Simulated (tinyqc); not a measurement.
# Joule-heated wire on a substrate, fin equation, step by step

Numbers from tinyqc (`OMP_NUM_THREADS=1 python tinyqc.py 2520152 2520153 out.jsonl`; about 0.01 s on one thread of a shared Intel Xeon 2.30GHz). Printed values are rounded.

A wire of length L loses heat along itself to two contacts and sideways to the substrate: kap A theta'' - g theta + p = 0 with theta = T - T0 and p = p0. The ends are held at T0. Constant conductivity, diffusive heat flow.

Inputs (values chosen for the exercise): temperature of substrate and contacts T0 = 293 K; conductivity along the wire kap = 260 W/(m K); cross-section A = 660 nm^2; conductance per length to the substrate g = 0.52 W/(m K); length between the contacts L = 1900 nm; thermal resistance of each contact Rc = 0 K/uW; heating per length p0 = 0.074 uW/nm.

## Healing length

LH = sqrt(kap A/g); far from the contacts uniform heating p0 would give theta = p0/g.

LH = 574.4563 nm
L/LH = 3.307475
p0/g = 142.3077 K

## The tridiagonal system

Nodes x_i = i h, h = L/10; box widths w_i = h (h/2 at the ends); c = kap A/h; equation of node i: -c theta_(i-1) + d_i theta_i - c theta_(i+1) = b_i with d_i = 2 c + g w_i, b_i = p(x_i) w_i; theta = 0 at the end nodes.

c = 0.9031579 uW/K

```
node  d (uW/K)  b (uW)
1     1.905116   14.06
2     1.905116   14.06
3     1.905116   14.06
4     1.905116   14.06
5     1.905116   14.06
6     1.905116   14.06
7     1.905116   14.06
8     1.905116   14.06
9     1.905116   14.06
```

## Temperature rise

Solve -c theta_(i-1) + d_i theta_i - c theta_(i+1) = b_i for nodes 1 to 9, with theta = 0 at nodes 0 and 10.

theta, node 0 to 10 (K): 0.00000  36.50503  61.43589  77.51986  86.51644  89.40980  86.51644  77.51986  61.43589  36.50503  0.00000

The hottest node is 5, at 89.41 K above T0; a mesh of 800 steps gives a peak of 89.77 K, so the coarse value is 0.41 % below it. On the fine mesh 43.8 % of the heat leaves through the substrate and the rest through the contacts.

## Closed form at the middle

theta(L/2) = (p0/g)[1 - 1/(cosh(L/(2 LH)) + Rc g LH sinh(L/(2 LH)))], LH = sqrt(kap A/g).

theta(L/2) = 89.77442 K
